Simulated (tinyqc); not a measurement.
## Phase-change memory cell, resistance drift and retention: effect of the activation energy of crystallisation

The amorphous state follows Ra = R0 (t/t0)^nu exp[(q Ec/kB)(1/T - 1/(300 K))], with nu taken as independent of T. An intermediate level follows the logarithmic mixing rule ln R = (1 - fa) ln Rc + fa ln Ra with constant Rc. The time to lose the data by crystallisation is tr = tx exp[(q Ex/kB)(1/T - 1/Tx)]; 1 year = 3.15576e7 s. These are empirical laws.

T10 is the temperature at which tr is ten years.

Values chosen for this exercise; values of the order found in chalcogenide phase-change cells:
- R0 = 0.79 Mohm (resistance of the amorphous state at t0 and 300 K)
- t0 = 0.1 s (reference time)
- nu = 0.081 (drift exponent)
- Ec = 0.15 eV (activation energy of conduction)
- Tx = 473 K (temperature of a bake)
- tx = 17 s (time to crystallise in that bake)
- T = 398 K (operating temperature)
- t = 86400 s (time of the read)
- Rc = 5.8 kohm (resistance of the crystalline state)

Constants: q = 1.602176634e-19 C, kB = 1.380649e-23 J/K. Results are converted to the units shown.

The same in every row: Ra (Mohm) = 0.5728; Ra/Rc = 98.76.

Effect of the activation energy of crystallisation:
```
Ex (eV)  tr (years)  T10 (K)
1.6        8.788e-4    331.6
1.9        0.003518    348.0
2.2         0.01408    361.0
2.5         0.05636    371.6
2.8          0.2256    380.3
3.1          0.9029    387.7
3.4           3.614    394.0
```

As Ex goes from 1.6 to 3.4 eV, Ra stays at 0.573 Mohm, tr rises from 8.79e-4 to 3.61 years and T10 rises from 332 to 394 K. With the bake point fixed, a larger Ex extrapolates more steeply to lower temperatures. At Ex = 1.6 eV the read comes after tr, so the amorphous state would already be lost.

tinyqc, about 0.01 s, one thread, Intel Xeon 2.30GHz (shared host): `OMP_NUM_THREADS=1 python tinyqc.py 2880021 2880022 out.jsonl`
